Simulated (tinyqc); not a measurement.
## Area and perimeter leakage from two diodes

Problem. A square diode and a finger diode leak I = JA area + JP perimeter. Find JA, JP and the side of the square at which both parts are equal.

areas (um^2): [40000, 116000]
perimeters (um): [800, 23780]
leakage currents (pA): [14.848000, 44.346800]

Answer. Two linear equations give JA and JP; for a square of side a, JA a^2 = 4 JP a at a = 4 JP/JA.

JA = 3.700e-8 A/cm^2
JP = 6.000e-13 A/cm
side for equal parts = 0.6486 um

Computed by the program tinyqc: `OMP_NUM_THREADS=1 python tinyqc.py 2290084 2290085 out.jsonl`, one thread of a shared Intel Xeon 2.30GHz, about 0.01 s for the whole run.
